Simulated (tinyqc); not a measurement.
Body thickness for a wanted scale length.

Problem. A double-gate structure has tan(pi ti/Lambda) tan(pi ts/(2 Lambda)) = ei/eps_r, both angles below pi/2. Find ts.

Parameters, values chosen for the exercise; permittivities: semiconductor close to that of silicon, insulator close to that of silicon nitride: relative permittivity of the semiconductor eps_r = 11.9; relative permittivity of the insulator ei = 7.28; insulator thickness ti = 2.2 nm.

Lambda = 9.0803930 nm

Solution. The condition is explicit in ts: an arctangent, taken between 0 and pi/2.

ts = 3.30 nm

Program tinyqc, `OMP_NUM_THREADS=1 python tinyqc.py 2420065 2420066 out.jsonl`; Intel Xeon 2.30GHz, shared host, one thread, about 0.01 s.
